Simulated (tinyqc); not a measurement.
Pressure and uniformity: chemical vapour deposition: Grove model, boundary layer, depletion and step coverage. Computed by tinyqc, a small Python program. Command: `OMP_NUM_THREADS=1 python tinyqc.py 3014885 3014886 out.jsonl cvd walk`. One thread of a shared host (Intel(R) Xeon(R) Processor @ 2.30GHz), about 0.01 s of CPU time with the checks.

A precursor diffuses to the surface and reacts there at first order; each molecule that reacts adds one formula unit of film.

Inputs (values chosen for the exercise, close to those used for silicon dioxide from an alkoxysilane):
```
quantity                                       value                unit
prefactor k0 of k_s                          3.5e+07                cm/s
activation energy E                             1.85                  eV
temperature T                                    790                   C
total pressure p                                0.13                torr
mole fraction of the precursor Y                0.12                   -
gas diffusivity D0 at 273.15 K and 760 torr      0.3              cm^2/s
film density N                               2.2e+22  formula units/cm^3
precursor mass M                                 208                   u
wafer radius R                                    10                  cm
wafer spacing s                                 0.56                  cm
```

Reactor: wafer stack, low pressure.

Constants: k_B = 1.380649e-23 J/K; u = 1.6605390666e-27 kg; k_B = 8.617333262e-05 eV/K.

Method:
- k_s = k0 exp(-E/(k_B T)); C_g = Y p/(k_B T), 1 torr = 133.322 Pa; D = D0 (T/273.15)^1.75 (760/p).
- Temperatures in kelvin are T(C) + 273.15.
- Mean speed c = sqrt(8 k_B T/(pi M)); reactive sticking probability beta = 4 k_s/c.
- Between two wafers the gas diffuses inward and reacts on both faces: (D/r) d/dr (r dC/dr) = 2 k_s C/s, so C(r)/C_g = I0(phi r/R)/I0(phi) with phi^2 = 2 k_s R^2/(s D); G(r) = k_s C(r)/N, 1 cm/s = 6e8 nm/min; the mean over the wafer is eta = 2 I1(phi)/(phi I0(phi)).

gas diffusivity D = 18916.0 cm^2/s

surface rate constant k_s = 0.0594689 cm/s

precursor density C_g = 1.41693e+14 1/cm^3

Effect of the total pressure at fixed Y:
```
p (torr)  D (cm^2/s)      phi  centre/edge  G at the edge (nm/min)
0.05      4.9182e+04  0.02078      0.99989              8.8388e-02
0.1       2.4591e+04  0.02939      0.99978              1.7678e-01
0.3       8.1969e+03  0.05090      0.99935              5.3033e-01
1         2.4591e+03  0.09294      0.99784              1.7678e+00
3         8.1969e+02  0.16097      0.99355              5.3033e+00
10        2.4591e+02  0.29389      0.97875              1.7678e+01
30        8.1969e+01  0.50903      0.93823              5.3033e+01
100       2.4591e+01  0.92935      0.81442              1.7678e+02
```

D scales as 1/p and phi as sqrt(p), while the edge rate grows as p. The centre stays within 5 % of the edge up to 10 torr: low pressure trades rate for uniformity and lets wafers stand close together. Caution: at the lowest pressures the mean free path exceeds the wafer spacing, so D stops growing as 1/p.

Extremes, crossings and ranges named in words are read from the listed rows.
